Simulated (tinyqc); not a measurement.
Gate-all-around wire, scale length and short-channel effects: one step of the calculation.

A round wire of diameter ts in an insulator shell of thickness ti under a surrounding gate. Below threshold the potential that source and drain add obeys Laplace's equation and vanishes on the gate. Its lowest mode decays along the channel as exp(-k y); k is the smallest positive root of the matching condition at the interface, and the scale length is Lambda = pi/k.

Problem. Threshold shift, barrier position and swing. Along the channel psi(y) = s + a exp(y/l) + b exp(-y/l) with psi(0) = Vbi, psi(L) = Vbi + Vds and l = 1/k = Lambda/pi; with A = Vbi - s, B = A + Vds, x = exp(-L/l): a = (B - A x) x/(1 - x^2), b = (A - B x)/(1 - x^2). The minimum is s + 2 sqrt(a b), at y = (l/2) ln(b/a). The long-channel potential follows the gate as s = sT + (Vg - VTL)/m, and the threshold VT is the gate voltage at which the minimum equals sT. Swing = m Vt ln 10/g at threshold, g = d(minimum)/ds = 1 - (b x + a)/((1 + x) sqrt(a b)).

Inputs (values chosen for the exercise); permittivities: semiconductor close to that of silicon, insulator close to that of aluminium oxide:
- T = 300 K (temperature)
- L = 33 nm (channel length)
- Vbi = 1.03 V (potential of the source)
- sT = 0.63 V (potential of the barrier top at threshold)
- VTL = 0.36 V (long-channel threshold)
- m = 1 (long-channel body factor)
- Vds = 0.8 V (drain voltage)

Constants: q = 1.602176634e-19 C, kB = 1.380649e-23 J/K, Vt = kB T/q. Results are converted to the units shown.

l = 4.3231388 nm

Give: s at threshold; a; b; position of the minimum; VT; swing.

Solution.

s at threshold = 0.5979 V
a = 5.963e-4 V
b = 0.4315 V
position of the minimum = 14.23 nm
VT = 0.3279 V
swing = 62.67 mV/decade

The threshold lies 32.1 mV below the long-channel value, and the barrier top sits at 0.43 L from the source.

Computed by the program tinyqc: `OMP_NUM_THREADS=1 python tinyqc.py 2420082 2420083 out.jsonl`, one thread of a shared Intel Xeon 2.30GHz, about 0.01 s for the whole run.
